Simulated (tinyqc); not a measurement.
Two-diode model of a solar cell: one step of the calculation.

J is the current delivered and Vj = V + J Rs the junction voltage. J = X JL - J01 (exp(Vj/(n1 Vt)) - 1) - J02 (exp(Vj/(2 Vt)) - 1) - Vj/Rp. The photocurrent does not depend on voltage.

Task. New Vj. Maximum power: dP/dVj = f = J (1 + 2 Rs G) - G Vj = 0. G = -dJ/dVj = J01 exp(Vj/(n1 Vt))/(n1 Vt) + J02 exp(Vj/(2 Vt))/(2 Vt) + 1/Rp. H = dG/dVj; f' = -2 G - 2 Rs G^2 + (2 Rs J - Vj) H; Vj(new) = Vj - f/f'.

Inputs (values chosen for the exercise); values of the order met in cells of gallium arsenide:
```
symbol    value      unit                                              meaning
T           273         K                                          temperature
JL           28   mA/cm^2                              photocurrent at one sun
X             1      suns                                        concentration
J01     6.6e-23    A/cm^2                saturation current of the first diode
n1            1                             ideality factor of the first diode
Rs            0  ohm cm^2                                    series resistance
Rp        20000  ohm cm^2                                     shunt resistance
J02     3.2e-13    A/cm^2  saturation current of the second diode (ideality 2)
```

Constants: q = 1.602176634e-19 C, kB = 1.380649e-23 J/K, Vt = kB T/q. Results are converted to the units shown.

Vj after iteration 1 = 1.0119136 V

Give: J; G; H; f; f'; Vj after iteration 2.

Result.

J = 26.93 mA/cm^2
G = 0.02839 S/cm^2
H = 0.8881 S/(cm^2 V)
f = -1.795 mA/cm^2
f' = -0.9555 S/cm^2
Vj after iteration 2 = 1.010 V

Program tinyqc, `OMP_NUM_THREADS=1 python tinyqc.py 2280031 2280032 out.jsonl`; Intel Xeon 2.30GHz, shared host, one thread, about 0.01 s.
